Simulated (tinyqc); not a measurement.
## Two channel transmissions from conductance and noise

Question. A contact has two spin-degenerate channels: G = (2 q^2/h)(T1 + T2), Fano factor F = [T1 (1 - T1) + T2 (1 - T2)]/(T1 + T2), T1 > T2. Find T1 and T2.

G in units of 2 q^2/h = 1.24
Fano factor = 0.34838710

Answer. With g = T1 + T2, T1^2 + T2^2 = g (1 - F), so (T1 - T2)^2 = 2 g (1 - F) - g^2.

T1 = 0.7600
T2 = 0.4800

Numbers from tinyqc (`OMP_NUM_THREADS=1 python tinyqc.py 2740027 2740028 out.jsonl`; about 0.02 s on one thread of a shared Intel Xeon 2.30GHz).
